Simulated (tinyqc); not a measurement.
Inside a calculation: donor near an oxide interface in a gate field (two-state model). Values are carried at full precision from step to step, so a last printed digit may differ when a step is redone from the rounded ones.

Interface at z = 0 (hard wall), donor at z = d, field F pulling electrons to the interface: potential e F z; 1 kV/cm = 1e-5 eV/angstrom, c = hbar^2/2m0, q = e^2/(4 pi eps0), Q = (eps - eo)/(eps + eo). Donor state: E_D = e F d - ED - q Q/(4 eps d), the last term joining the images of ion and electron. Interface state: z exp(-b z/2) exp(-rho^2/(2 L^2)) with E_z = c b^2/(4 mz) + 3 e F/b + q Q b/(8 eps), minimised over b; in the plane at z = 3/b the ion (distance D = d - 3/b) and its image (D' = d + 3/b) give E_rho = c/(mt L^2) - (q/eps)(sqrt(pi)/L)[erfcx(D/L) + Q erfcx(D'/L)], erfcx(x) = exp(x^2) erfc(x), minimised over L. E_I = E_z + E_rho.

Constants: hbar^2/2m0 = 3.80998211 eV angstrom^2; e^2/(4 pi eps0) = 14.39964547 eV angstrom.

Parameters, chosen for this exercise (near those of a donor in Si below SiO2, static dielectric constants; not measured data): d = 180 angstrom (depth of the donor); ED = 45 meV (bulk binding energy); mz = 0.918 m0 (mass across the interface); mt = 0.195 m0 (mass in the plane); eps = 11.3 (dielectric constant of the semiconductor); eo = 3.9 (dielectric constant of the oxide); F = 35.1 kV/cm (field in the semiconductor); aD = 20.2 angstrom (donor radius); v = 0.54 (valley factor).

## The interface state across the interface

Solve c b/(2 mz) - 3 e F/b^2 + q Q/(8 eps) = 0; give Q, b, the three terms of E_z and <z> = 3/b.

Q = 0.4868
b = 0.06905 1/angstrom

kinetic, field and image terms (meV): 4.95  15.25  5.35

<z> = 43.4 angstrom

The image pushes the electron away from the oxide; without it <z> would be 37.6 angstrom.

## Binding in the plane

Give D, D', the best L, both terms and E_rho.

D, D' (angstrom): 136.6  223.4

L = 118.5 angstrom

kinetic and Coulomb terms (meV): 1.39  -9.91

E_rho = -8.52 meV

The bottom of the well lies at -12.1 meV, so the level is 30 % of the way up; L/D = 0.87. Above the critical field the ionised donor would thus still hold its electron as a dot at the interface.

## Where the electron sits

The two states couple by t = t0 exp(-D/aD) with t0 = q/(eps aD) (2 aD/L) sqrt(aD b/2) v, v a valley factor; this form is an estimate. With detuning u = E_D - E_I the splitting is sqrt(u^2 + 4 t^2) and the lower state has weight (1 - u/sqrt(u^2 + 4 t^2))/2 on the donor.

Give E_D, E_I, t, the splitting and the donor weight.

E_D, E_I (meV): 17.32  17.03

t = 0.0112 meV
splitting = 0.28 meV
donor weight = 0.002

The electron is at the interface; the contact hyperfine coupling scales with the donor weight. With this t, the tunnelling time pi hbar/(2t) at a crossing would be 92 ps (hbar = 6.58212e-16 eV s); here the detuning is 25.2 t.

## Critical field

Find F at which E_D = E_I; compare the rule e F d = ED. The crossing width is 4t/(e D), with t and D formed anew at that field.

critical field = 34.9 kV/cm
ED/(e d) = 25.0 kV/cm
width = 0.033 kV/cm

The confinement energy E_z = 25.5 meV raises the field needed and the attraction E_rho = -8.5 meV lowers it; the result is 1.40 times the simple rule.

## Checks

- E_z without images against 1.5 x 6^(2/3)/2 (c (e F)^2/mz)^(1/3), meV: both 19.80.
- E_rho from the radial equation in the full Coulomb well against the Gaussian trial function, meV: both -8.5.

(tinyqc, `OMP_NUM_THREADS=1 python tinyqc.py 1252499 1252500 out.jsonl`, Intel(R) Xeon(R) Processor @ 2.30GHz, 1 thread, shared host, about 0.08 s.)
